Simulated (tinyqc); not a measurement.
Two-band k.p model of the Delta valleys near the X point under shear strain: sweeps and comparisons. A value that a table varies takes the place of the one given here.

Valley pair on the [001] axis, kz counted from the X point, c = hbar^2/2m0, k0 = kx0 2 pi/a. H = (c kz^2/ml + c (kx^2 + ky^2)/mt + c k0^2/ml) 1 + (2 c k0 kz/ml) sigma_z + (D exy - 2 c kx ky/Mp) sigma_x, so E = c kz^2/ml + c (kx^2 + ky^2)/mt + c k0^2/ml -/+ sqrt((2 c k0 kz/ml)^2 + (D exy - 2 c kx ky/Mp)^2). Without strain the lower band has its minima, E = 0, at kz = +/- k0. Shifts from diagonal strain are left out.

For |eta| < 1: k_min = k0 sqrt(1 - eta^2), E_min = -Delta eta^2/2, ml(eta) = ml/(1 - eta^2), 1/m[110] = 1/mt + eta/Mp, 1/m[1-10] = 1/mt - eta/Mp. For |eta| > 1 the minimum sits at X: E_min = -Delta (2 |eta| - 1)/2, ml(eta) = ml/(1 - 1/|eta|), and eta is replaced by its sign in the transverse masses. Here Delta = 2 c k0^2/ml and eta = D exy/Delta.

s11 = (C11 + C12)/((C11 - C12)(C11 + 2 C12)), s12 = -C12/((C11 - C12)(C11 + 2 C12)), s44 = 1/C44; exx = s11 sxx + s12 (syy + szz) and cyclic, exy = s44 sxy/2; tension is positive. A uniaxial stress X along the unit vector n is s_ij = X n_i n_j.

Constants: hbar^2/2m0 = 3.80998211 eV angstrom^2; kB = 8.617333262e-05 eV/K.

Values chosen for the exercise (near those of Si; not measured data): a = 5.435 angstrom (lattice constant); ml = 0.894 m0 (longitudinal mass); mt = 0.203 m0 (transverse mass); kx0 = 0.145 2 pi/a (distance of the minimum from X); D = 12.8 eV (shear deformation potential); Mp = 0.229 m0 (coupling mass); C11 = 163.3 GPa; C12 = 63 GPa; C44 = 81 GPa; Xu = 9.04 eV (uniaxial potential); T = 300 K (temperature); exy = 0.023 (shear strain).

## Sweep of the shear strain

Delta = 2 c k0^2/ml, eta = D exy/Delta.

The minimum:

| exy | eta | k_min/k0 | E_min (meV) | ml(eta) | m[110] | m[1-10] | density-of-states mass |
|---|---|---|---|---|---|---|---|
| 0.0000 | 0.000 | 1.000 | 0.0 | 0.894 | 0.2030 | 0.2030 | 0.333 |
| 0.0019 | 0.102 | 0.995 | -1.2 | 0.903 | 0.1862 | 0.2231 | 0.335 |
| 0.0047 | 0.251 | 0.968 | -7.6 | 0.954 | 0.1660 | 0.2611 | 0.346 |
| 0.0094 | 0.502 | 0.865 | -30.2 | 1.196 | 0.1405 | 0.3660 | 0.395 |
| 0.0140 | 0.748 | 0.663 | -67.0 | 2.031 | 0.1220 | 0.6028 | 0.531 |
| 0.0168 | 0.898 | 0.440 | -96.5 | 4.612 | 0.1130 | 0.9947 | 0.803 |
| 0.0225 | 1.202 | 0.000 | -168.2 | 5.309 | 0.1076 | 1.7880 | 1.007 |
| 0.0299 | 1.598 | 0.000 | -263.0 | 2.389 | 0.1076 | 1.7880 | 0.772 |

The valleys reach X at eta = 1, that is exy = 0.0187. The shift is quadratic up to eta = 1 (-7.6 meV at eta = 0.25, -30.2 meV at 0.50) and linear beyond, while 1/m[110] rises linearly, taking m[110] from 0.203 to its floor 0.1076, a gain of 89 % in 1/m. ml(eta) diverges at eta = 1; the largest value listed is 5.31. A deformation-potential model with fixed masses misses all of this.

## Tension along [110]: repopulation and mass change

The z valleys move against the x and y valleys by Xu (ezz - exx) and, through the shear, by E_min. Share of the z valleys n = w/(w + 2 exp(dE/kT)), dE the total relative shift, w = sqrt(ml(eta) m[110] m[1-10]/(ml mt^2)). Along [110]: 1/m_c = n/m[110] + (1 - n)(1/ml + 1/mt)/2. Fixed masses means E_min = 0, w = 1, m[110] = mt. Gains are against 3/(1/ml + 2/mt) at a fixed scattering time.

Results:

| X (GPa) | Xu (ezz - exx) (meV) | E_min (meV) | m[110] | m_c fixed masses | m_c with shear | gain fixed (%) | gain with shear (%) |
|---|---|---|---|---|---|---|---|
| 0.00 | 0.0 | 0.0 | 0.2030 | 0.2735 | 0.2735 | 0.0 | 0.0 |
| 0.25 | -11.3 | -0.2 | 0.1958 | 0.2596 | 0.2541 | 5.3 | 7.6 |
| 0.50 | -22.5 | -0.8 | 0.1892 | 0.2464 | 0.2339 | 11.0 | 16.9 |
| 1.00 | -45.1 | -3.3 | 0.1771 | 0.2256 | 0.1984 | 21.2 | 37.8 |
| 1.50 | -67.6 | -7.3 | 0.1665 | 0.2135 | 0.1747 | 28.1 | 56.6 |
| 2.00 | -90.1 | -13.0 | 0.1571 | 0.2076 | 0.1598 | 31.7 | 71.1 |
| 3.00 | -135.2 | -29.3 | 0.1411 | 0.2038 | 0.1413 | 34.2 | 93.5 |

At 1 GPa repopulation alone gives 21.2 % and the shear terms raise it to 37.8 %. From 2 to 3 GPa the fixed-mass gain grows by 2.5 points, towards its ceiling of 34.7 % when all electrons sit in the z valleys, whereas the gain with shear grows by 22.4 points because m[110] keeps falling.

## What each parameter does

Delta = 2 c k0^2/ml, eta = D exy/Delta. Each row changes one parameter from the base and keeps the others.

Results:

| case | eta | E_min (meV) | ml(eta) (m0) | m[110] (m0) | m[1-10] (m0) |
|---|---|---|---|---|---|
| base | 1.2292 | -174.65 | 4.7944 | 0.1076 | 1.7880 |
| ml = 0.83142 m0 | 1.1432 | -165.63 | 6.6389 | 0.1076 | 1.7880 |
| mt = 0.21721 m0 | 1.2292 | -174.65 | 4.7944 | 0.1115 | 4.2189 |
| kx0 = 0.15515 2 pi/a | 1.0736 | -157.30 | 13.0343 | 0.1076 | 1.7880 |
| D = 11.904 eV | 1.1432 | -154.04 | 7.1386 | 0.1076 | 1.7880 |
| Mp = 0.24503 m0 | 1.2292 | -174.65 | 4.7944 | 0.1110 | 1.1835 |
| exy = 0.02139 | 1.1432 | -154.04 | 7.1386 | 0.1076 | 1.7880 |

The largest shifts from the base row, up to three for each result and ties (the steps differ in size, so this ranks the rows, not the parameters). eta: kx0 -0.1556, ml -0.0860, D -0.0860, exy -0.0860; unchanged at the printed digits by mt and Mp. E_min (meV): D +20.61, exy +20.61, kx0 +17.35; unchanged at the printed digits by mt and Mp. ml(eta) (m0): kx0 +8.2400, D +2.3442, exy +2.3442; unchanged at the printed digits by mt and Mp. m[110] (m0): mt +0.0039, Mp +0.0034; unchanged at the printed digits by ml, kx0, D and exy. m[1-10] (m0): mt +2.4310, Mp -0.6045; unchanged at the printed digits by ml, kx0, D and exy.

Computed by tinyqc, a small Python program: `OMP_NUM_THREADS=1 python tinyqc.py 1050944 1050945 out.jsonl` (the numbers bound the seed that draws the inputs); one thread of a shared host (Intel(R) Xeon(R) Processor @ 2.30GHz), about 0.01 s for the whole set of steps.
